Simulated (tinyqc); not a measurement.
CMOS inverter, nodal equation and switching: two steps of the calculation.

An n-channel pull-down (bn, VTn) and a p-channel pull-up (bp, VTp) share the input Vin and the output node Vout, which carries the load C. Transistor (EKV form, voltages against the body): I = 2 n b Vt^2 [F(vp - Vs) - F(vp - Vd)] from drain to source, F(v) = ln^2(1 + exp(v/(2 Vt))), vp = (Vg - VT + sg |Vd - Vs|)/n. n-channel bodies are at 0; for the p-channel device all voltages are counted down from Vdd. b in uA/V^2 gives I in uA. Static: In = Ip. Transient: C dVout/dt = Ip - In. No velocity saturation, no gate capacitance beyond C.

Values chosen for this exercise:
- T = 350 K (temperature)
- Vdd = 0.75 V (supply voltage)
- n = 1.25 (slope factor)
- sg = 0.05 (drain-induced barrier lowering)
- VTn = 0.26 V (n-channel threshold)
- VTp = 0.3 V (p-channel threshold (magnitude))
- bn = 390 uA/V^2 (gain factor of the pull-down transistor)
- bp = 510 uA/V^2 (gain factor of the pull-up transistor)
- C = 1.1 fF (load capacitance)
- Vin = 0.36 V (input voltage)
- dt = 2 ps (time step)

Constants: q = 1.602176634e-19 C, kB = 1.380649e-23 J/K, Vt = kB T/q. Results are converted to the units shown.

Question 1. Output voltage by Newton steps. f = In - Ip at (Vin, Vout); G = df/dVout by a central difference with +/- 1e-6 V; Vout(new) = Vout - f/G.

Vout at the start = 0.38 V

Wanted: In; Ip; G; Vout after iteration 1.

Answer 1.

In = 2.7654 uA
Ip = 3.1644 uA
G = 3.7807 uS
Vout after iteration 1 = 0.48552 V

Question 2. One time step of the falling output. The input steps to Vdd at t = 0; I = In - Ip. Implicit Euler: V(new) = V - (dt/C) I(V(new)), solved for V(new); 1 ps uA/fF = 1 mV.

Vout after step 1 = 0.67221543 V

Wanted: I(V); I(V(new)); Vout after step 2.

Answer 2.

I(V) = 42.782 uA
I(V(new)) = 42.156 uA
Vout after step 2 = 0.59557 V

Program tinyqc, `OMP_NUM_THREADS=1 python tinyqc.py 2340080 2340081 out.jsonl`; Intel Xeon 2.30GHz, shared host, one thread, about 0.04 s.
